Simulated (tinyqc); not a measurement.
Plain band against climbing image: nudged elastic band on a two-dimensional model surface. Computed by tinyqc, a small Python program. Command: `OMP_NUM_THREADS=1 python tinyqc.py 3009540 3009541 out.jsonl neb walk`. One thread of a shared host (Intel(R) Xeon(R) Processor @ 2.30GHz), about 0.2 s of CPU time with the checks.

V(x, y) = -A (cos kx + cos ky) - B cos kx cos ky + (C sin ky + S sin kx)(1 - cos kx), k = 2 pi/a; the atom hops from the minimum at (0, 0) to that at (a, 0).

Inputs (values chosen for the exercise, for a model surface):
```
quantity              value           unit
amplitude A            0.24             eV
amplitude B          -0.029             eV
skew C                 0.08             eV
asymmetry S          -0.057             eV
period a                3.2       angstrom
spring constant k_s    0.32  eV/angstrom^2
step factor eta        0.29  angstrom^2/eV
```

Surface: adatom on a square lattice. Climbing image: off.

Method:
- Newton steps x(new) = x - H^-1 grad V (moves limited to 0.3 angstrom) from (0, 0), (a, 0) and (a/2, 0) give the two minima and the saddle.
- Tangent at image i: towards the higher neighbour if the energies rise or fall through i; at a maximum or minimum, tau = t+ dmax + t- dmin if V(i+1) > V(i-1), else t+ dmin + t- dmax, with t+ = R(i+1) - R(i), t- = R(i) - R(i-1) and dmax, dmin the larger and smaller of |V(i+1) - V(i)| and |V(i-1) - V(i)|; then normalise. Force F = -grad V + (grad V.tau) tau + k_s (|t+| - |t-|) tau.
- With a climbing image, the highest image feels instead F = -grad V + 2 (grad V.tau) tau and no spring.
- Update R(new) = R + eta F; the end points stay fixed.
- Images are counted without the end points, and convergence is judged on the largest force on an image. Each run starts on the straight line with the same k_s and eta, for at most 1500 iterations; errors are against the Newton saddle; a dash marks a run that did not reach 1e-4 eV/angstrom.

positions (angstrom):
```
              x         y
start   0.00000   0.00000
end     3.20000   0.00000
saddle  1.84871  -0.26277
```

energies (eV): start -0.451000, end -0.451000, saddle -0.043053

barrier from the start = 0.407947 eV

Error of the highest image (meV) and iterations:
```
images  plain, error  plain, iterations  climbing, error  climbing, iterations
2            -47.217                 24                0                    39
3            -29.688                 22                0                    39
4             -3.351                 25                0                    53
5            -29.594                 31                0                    67
6             -0.112                 43                0                    66
8             -2.308                 62                0                   117
10            -5.117                 80                0                   168
```

The plain band underestimates the barrier by 0.11 to 47.22 meV, depending on how near an image falls to the saddle (worst for 2 images, best for 6). The climbing image is within about 0.001 meV in every converged run, so few images suffice for the barrier.

Extremes, crossings and ranges named in words are read from the listed rows.
